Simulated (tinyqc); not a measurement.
# Thin-film resistivity, exact integral against the thick limit

Fuchs-Sondheimer for a film of thickness d, k = d/lam: rho0/rho = 1 - (3 (1 - ps)/(2 k)) int_1^infinity (t^-3 - t^-5)(1 - exp(-k t))/(1 - ps exp(-k t)) dt; thick limit rho/rho0 = 1 + 3 (1 - ps)/(8 k).

Values chosen for this exercise; metal values close to those of copper: bulk resistivity rho0 = 1.65 uohm cm; bulk mean free path lam = 39.9 nm; specular share of surface scattering ps = 0.

Thin-film resistivity, exact integral against the thick limit:
```
d (nm),k,"rho/rho0, exact",thick limit,error of the limit (%),rho (uohm cm)
2,0.05013,7.714,8.481,9.95,12.73
3.9,0.09774,4.855,4.837,-0.373,8.010
7.5,0.1880,3.212,2.995,-6.74,5.299
15,0.3759,2.195,1.998,-8.99,3.621
28,0.7018,1.660,1.534,-7.59,2.740
55,1.378,1.330,1.272,-4.38,2.195
110,2.757,1.155,1.136,-1.66,1.906
210,5.263,1.077,1.071,-0.504,1.777
400,10.03,1.039,1.037,-0.140,1.714
```

What does the comparison show?

rho/rho0 falls from 7.71 to 1.04. The error of the thick limit goes from 9.9 through a minimum of -9.0 (at d = 15 nm among the rows listed) to -0.14 %; it stays within 5 % for k of 1.378 and above among the rows listed. The change of sign at small k is a crossing of two different laws, not agreement.

Program tinyqc, `OMP_NUM_THREADS=1 python tinyqc.py 2100064 2100065 out.jsonl`; Intel Xeon 2.30GHz, shared host, one thread, about 0.01 s.
